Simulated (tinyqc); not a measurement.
Coverage along the feature as the dose grows: atomic layer deposition: Langmuir saturation, growth per cycle and coating of deep features. Computed by tinyqc, a small Python program. Command: `OMP_NUM_THREADS=1 python tinyqc.py 3025648 3025649 out.jsonl ald walk`. One thread of a shared host (Intel(R) Xeon(R) Processor @ 2.30GHz), about 0.01 s of CPU time with the checks.

Precursor A sticks only on free sites, so a long enough pulse saturates; co-reactant B then frees the sites again.

Inputs (values chosen for the exercise, modelled on silicon dioxide from an aminosilane and ozone):
```
quantity                                 value    unit
precursor mass M                           174       u
site density q                             2.7  1/nm^2
sticking probability beta on free sites  0.012       -
precursor pressure p                      0.97      Pa
temperature T                              200       C
pulse time t                              0.52       s
desorption energy E_d                     1.56      eV
aspect ratio a                              12       -
```

Feature: round hole.

Constants: u = 1.6605390666e-27 kg; k_B = 1.380649e-23 J/K; k_B = 8.617333262e-05 eV/K.

Method:
- Wall flux F = p/sqrt(2 pi M k_B T); rate of filling k_a = beta F/q; desorption k_d = 1e13 exp(-E_d/(k_B T)) per second. 1/m^2 = 1e-18/nm^2.
- Temperatures in kelvin are T(C) + 273.15.
- Diffusion-limited filling (Gordon) of a round hole of diameter w: a saturation front at depth z needs dz/dt = D_K n/(z (4q/w)), with Knudsen D_K = w c/3 and F = n c/4; including the entrance and floor terms, t = (q/F)(1 + 19a/4 + 3a^2/2). Reaction-limited filling needs ln(100)/k_a at any depth, k_a = beta F/q. Flow is molecular. The front picture holds when the modulus a sqrt(beta) is well above 1.
- Depth reached by the given pulse: solve the same formula for a. Exposure = p x diffusion-limited time; 1 langmuir = 1.33322e-4 Pa s.
- Continuum model with steady gas transport: d2n/dz2 = 3 beta (1 - th) n/d_h^2 (d_h the hydraulic diameter, n = 1 at the mouth, no flux at the floor, 60 cells), d th/dt = beta F n (1 - th)/q; no desorption. Times are multiples of the larger of the Gordon time and ln(100)/k_a.

diffusion-limited time = 0.0830563 s

time to 99 % without desorption, ln(100)/k_a = 0.116329 s

flux F = 8907.21 1/(nm^2 s)

modulus = 1.31453

Coverage:
```
multiple    t (s)  top cell  quarter depth  half depth  three quarters  floor cell
0.05      0.00582     0.202          0.127       0.080           0.055       0.048
0.10      0.01163     0.364          0.241       0.157           0.111       0.097
0.20      0.02327     0.596          0.435       0.305           0.226       0.200
0.40      0.04653     0.837          0.704       0.559           0.452       0.413
0.60      0.06980     0.935          0.855       0.747           0.653       0.617
0.80      0.09306     0.974          0.933       0.870           0.808       0.782
1.00      0.11633     0.990          0.971       0.939           0.906       0.891
1.30      0.15123     0.997          0.992       0.983           0.973       0.968
```

What follows from these numbers?

At a multiple of 0.2 the coverage is 0.60 at the top and 0.20 at the floor. The coverage falls gradually with depth, without a sharp front. In the last row the floor reaches 0.968. Caution: the modulus is not well above 1 or the Gordon time is under three times ln(100)/k_a, so there is no sharp front: the Gordon time is only a lower bound and the reaction time must be met as well.
